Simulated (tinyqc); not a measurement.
# Gate voltage for a wanted density

Inverse problem. A HEMT has a barrier of thickness d, permittivity eb and off voltage Voff; energies are counted from the channel band edge at the interface. F = q (eta ns + Nb)/(eps0 ec) in eV/nm; E_k = a_k (C F^2/me)^(1/3), a_0 = 2.338107, a_1 = 4.087949, C = hbar^2/(2 m0); D = me m0 q/(pi hbar^2); ns = D Vt [ln(1 + exp((EF - E_0)/Vt)) + ln(1 + exp((EF - E_1)/Vt))], which gives EF = E_0 + Vt ln{2 s/[(1 + u) + sqrt((1 + u)^2 + 4 u s)]} with s = exp(ns/(D Vt)) - 1, u = exp((E_0 - E_1)/Vt). Charge control: ns + Nb = eps0 eb (Vg - Voff - EF)/(q d). Find E_0, E_1, EF and the Vg that gives this ns.

Parameters, values chosen for the exercise; material values close to those of AlGaAs on GaAs:
```
symbol,value,unit,meaning
T,300,K,temperature
d,44,nm,barrier thickness from gate to channel
me,0.0682,m0,electron mass in the channel
ec,13.1,,relative permittivity of the channel
eta,0.75,,share of ns that counts in the confining field
Nb,3.4e10,cm^-2,depletion charge of the buffer
```

Constants: q = 1.602176634e-19 C, kB = 1.380649e-23 J/K, hbar = 1.054571817e-34 J s, m0 = 9.1093837015e-31 kg, Vt = kB T/q, eps0 = 8.8541878128e-14 F/cm where lengths are in cm, hbar^2/(2 m0) = 0.0380998212 eV nm^2. Results are converted to the units shown.

ns = 6e11 cm^-2
eb = 12.3
Voff = -1.8057485 V

Answer. In this direction nothing needs iterating: ns fixes the field, the levels and EF, and the charge-control relation gives Vg.

E_0 = 0.0683 eV
E_1 = 0.119 eV
EF = 0.0680 eV
Vg = -1.33 V

Program tinyqc, `OMP_NUM_THREADS=1 python tinyqc.py 2180023 2180024 out.jsonl`; Intel Xeon 2.30GHz, shared host, one thread, about 0.01 s.
